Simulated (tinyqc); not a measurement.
# On-chip interconnect, size-dependent resistivity and RC delay: effects of single changes

A rectangular line between two neighbours and two ground planes. Surface and grain-boundary scattering are added to the bulk resistivity as corrections; capacitances are parallel-plate values without fringing; inductance is ignored.

Values chosen for this exercise; metal values close to those of cobalt:
```
symbol,value,unit,meaning
rho0,6.27,uohm cm,bulk resistivity
lam,12.1,nm,bulk mean free path
ps,0,,specular share of surface scattering
Rg,0.21,,reflection coefficient of grain boundaries
gr,1,,grain size over the metal width
wd,25,nm,drawn line width
AR,1.7,,"aspect ratio, height over width"
tl,0.4,nm,"liner on both walls and the bottom, not conducting"
sp,38,nm,space to the neighbouring lines
hd,31,nm,dielectric height to the planes above and below
ek,2.5,,relative permittivity of the dielectric
Mf,1,,Miller factor of the neighbours
Lw,67,um,line length
Rd,560,ohm,driver resistance
Cl,2.3,fF,load capacitance
rho2,7.73,uohm cm,bulk resistivity of the second metal (close to ruthenium)
lam2,6.42,nm,mean free path of the second metal
tl2,0.4,nm,liner of the second metal
```

Constants: eps0 = 8.8541878128e-12 F/m. Results are converted to the units shown.

Each table varies one quantity; the others keep the values above.

## Delay against the reflection coefficient of grain boundaries

Metal width x = wd - 2 tl, height y = AR wd - tl; grain boundaries (Mayadas-Shatzkes): al = (lam/(gr x)) Rg/(1 - Rg), g = 1/[1 - 3 al/2 + 3 al^2 - 3 al^3 ln(1 + 1/al)] - 1; surfaces (Fuchs-Sondheimer, thick limit): s = (3/8) lam (1 - ps)(1/x + 1/y); rho = rho0 (1 + g + s); r = rho/(x y); c = eps0 ek (2 wd/hd + 2 Mf AR wd/sp). Elmore delay tE = Rd (c Lw + Cl) + r Lw (c Lw/2 + Cl); t50 is the time at which the far end of a ladder of 30 pi sections (half capacitances at both ends, Cl at the far end, a step applied through Rd) reaches half the step; line share r Lw/(Rd + r Lw); estimate 0.69 Rd (c Lw + Cl) + 0.38 r c Lw^2 + 0.69 r Lw Cl.

The same in every row: c (fF/um) = 0.08522.

Results:

| Rg | rho (uohm cm) | r (ohm/um) | tE (ps) | t50 (ps) | estimate (ps) | line share of the resistance (%) |
|---|---|---|---|---|---|---|
| 0.05 | 8.366 | 82.12 | 32.85 | 24.42 | 23.76 | 90.76 |
| 0.15 | 8.930 | 87.65 | 34.76 | 25.84 | 25.15 | 91.29 |
| 0.25 | 9.628 | 94.50 | 37.12 | 27.60 | 26.88 | 91.87 |
| 0.45 | 11.73 | 115.2 | 44.26 | 32.91 | 32.08 | 93.23 |
| 0.55 | 13.46 | 132.1 | 50.12 | 37.27 | 36.35 | 94.05 |
| 0.65 | 16.16 | 158.6 | 59.25 | 44.05 | 43.01 | 94.99 |
| 0.75 | 20.97 | 205.9 | 75.58 | 56.19 | 54.91 | 96.10 |

Estimate the missing row, Rg = 0.35.

Computed row:

| Rg | rho (uohm cm) | r (ohm/um) | tE (ps) | t50 (ps) | estimate (ps) | line share of the resistance (%) |
|---|---|---|---|---|---|---|
| 0.35 | 10.53 | 103.3 | 40.17 | 29.86 | 29.10 | 92.52 |

With this row back in the table: As Rg goes from 0.05 to 0.75, r rises from 82.1 to 206 ohm/um, c stays at 0.0852 fF/um and t50 rises from 24.4 to 56.2 ps. t50/tE stays at 0.743, and the estimate is within 2.7 % of t50.

## Two metals against line width

Metal width x = wd - 2 tl, height y = AR wd - tl; grain boundaries (Mayadas-Shatzkes): al = (lam/(gr x)) Rg/(1 - Rg), g = 1/[1 - 3 al/2 + 3 al^2 - 3 al^3 ln(1 + 1/al)] - 1; surfaces (Fuchs-Sondheimer, thick limit): s = (3/8) lam (1 - ps)(1/x + 1/y); rho = rho0 (1 + g + s); r = rho/(x y). The second metal has rho2, lam2 and tl2 in place of rho0, lam and tl; ps, Rg, gr and AR are shared.

Result of one run:

| wd (nm) | rho, first (uohm cm) | rho, second (uohm cm) | r, first (ohm/um) | r, second (ohm/um) | ratio second/first |
|---|---|---|---|---|---|
| 17 | 10.81 | 10.72 | 234.2 | 232.1 | 0.9913 |

What becomes of these results when the drawn line width wd is changed from 17 to 45 nm, all else the same?

Result of the changed run:

| wd (nm) | rho, first (uohm cm) | rho, second (uohm cm) | r, first (ohm/um) | r, second (ohm/um) | ratio second/first |
|---|---|---|---|---|---|
| 45 | 7.956 | 8.837 | 23.65 | 26.27 | 1.111 |

The whole series:

| wd (nm) | rho, first (uohm cm) | rho, second (uohm cm) | r, first (ohm/um) | r, second (ohm/um) | ratio second/first |
|---|---|---|---|---|---|
| 5 | 23.21 | 18.88 | 6823 | 5551 | 0.8135 |
| 6.5 | 18.87 | 16.03 | 3109 | 2641 | 0.8492 |
| 8 | 16.31 | 14.34 | 1716 | 1509 | 0.8792 |
| 10 | 14.18 | 12.94 | 928.3 | 847.0 | 0.9124 |
| 13 | 12.27 | 11.68 | 463.4 | 441.1 | 0.9518 |
| 17 | 10.81 | 10.72 | 234.2 | 232.1 | 0.9913 |
| 22 | 9.755 | 10.02 | 124.4 | 127.8 | 1.027 |
| 30 | 8.811 | 9.400 | 59.63 | 63.62 | 1.067 |
| 45 | 7.956 | 8.837 | 23.65 | 26.27 | 1.111 |
| 70 | 7.351 | 8.439 | 8.957 | 10.28 | 1.148 |
| 120 | 6.900 | 8.143 | 2.843 | 3.355 | 1.180 |

The resistivity of the first metal falls from 23.2 to 6.90 uohm cm and that of the second goes from 18.9 to 8.14 uohm cm as the line widens. The products rho0 lam, which set the size effect, are 75.9 and 49.6 uohm cm nm. The two resistances cross at wd = 18.1 nm: below it the second metal gives the lower line resistance. For widths well under the mean free path the thick-limit surface term is only a guide.

Program tinyqc, `OMP_NUM_THREADS=1 python tinyqc.py 2100021 2100022 out.jsonl`; Intel Xeon 2.30GHz, shared host, one thread, about 0.01 s.
